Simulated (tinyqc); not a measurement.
UHF in the sto-6g basis, for H3, spin multiplicity 2, step by step. One step of it, computed by the program tinyqc.

Task: Iteration 1: diagonalisation and new density. Diagonalise F' = X^T F X, C = X C', fill 2 alpha and 1 beta electrons from the bottom; D(s) = C_occ C_occ^T. Each column has its largest component positive (the first on a tie).

F(alpha) (hartree), order 1H 1s, 2H 1s, 3H 1s:
$$\begin{pmatrix}
-0.294704 & -0.406529 & -0.406325 \\
-0.406529 & -0.372474 & -0.067310 \\
-0.406325 & -0.067310 & -0.372637
\end{pmatrix}$$

F(beta) (hartree), order 1H 1s, 2H 1s, 3H 1s:
$$\begin{pmatrix}
-0.260260 & -0.342980 & -0.342699 \\
-0.342980 & 0.012015 & -0.158909 \\
-0.342699 & -0.158909 & 0.012429
\end{pmatrix}$$

X, order 1H 1s, 2H 1s, 3H 1s:
$$\begin{pmatrix}
1.088822 & -0.000086 & 0.533911 \\
-0.718083 & -0.738019 & 0.405024 \\
-0.717535 & 0.738453 & 0.404849
\end{pmatrix}$$

Give: F' = X^T F X; orbital energies; coefficients C; F' = X^T F X; orbital energies; coefficients C; D(alpha) after iteration 1; D(beta) after iteration 1.

Result:

F' = X^T F X (alpha) (hartree):
$$\begin{pmatrix}
0.4679 & 0.0000 & 0.0375 \\
0.0000 & -0.3327 & -0.0001 \\
0.0375 & -0.0001 & -0.5797
\end{pmatrix}$$

orbital energies (alpha) (hartree): MO1 -0.5811, MO2 -0.3327, MO3 0.4693

coefficients C (alpha), order 1H 1s, 2H 1s, 3H 1s:
$$\begin{pmatrix}
0.4947 & -0.0003 & 1.1072 \\
0.4303 & -0.7381 & -0.7032 \\
0.4304 & 0.7384 & -0.7026
\end{pmatrix}$$

F' = X^T F X (beta) (hartree):
$$\begin{pmatrix}
0.6121 & -0.0001 & -0.1056 \\
-0.0001 & 0.1865 & 0.0001 \\
-0.1056 & 0.0001 & -0.4188
\end{pmatrix}$$

orbital energies (beta) (hartree): MO1 -0.4295, MO2 0.1865, MO3 0.6228

coefficients C (beta), order 1H 1s, 2H 1s, 3H 1s:
$$\begin{pmatrix}
0.6410 & 0.0002 & 1.0294 \\
0.3307 & -0.7381 & -0.7551 \\
0.3303 & 0.7384 & -0.7548
\end{pmatrix}$$

D(alpha) after iteration 1, order 1H 1s, 2H 1s, 3H 1s:
$$\begin{pmatrix}
0.2447 & 0.2130 & 0.2127 \\
0.2130 & 0.7299 & -0.3598 \\
0.2127 & -0.3598 & 0.7305
\end{pmatrix}$$

D(beta) after iteration 1, order 1H 1s, 2H 1s, 3H 1s:
$$\begin{pmatrix}
0.4108 & 0.2120 & 0.2117 \\
0.2120 & 0.1094 & 0.1092 \\
0.2117 & 0.1092 & 0.1091
\end{pmatrix}$$
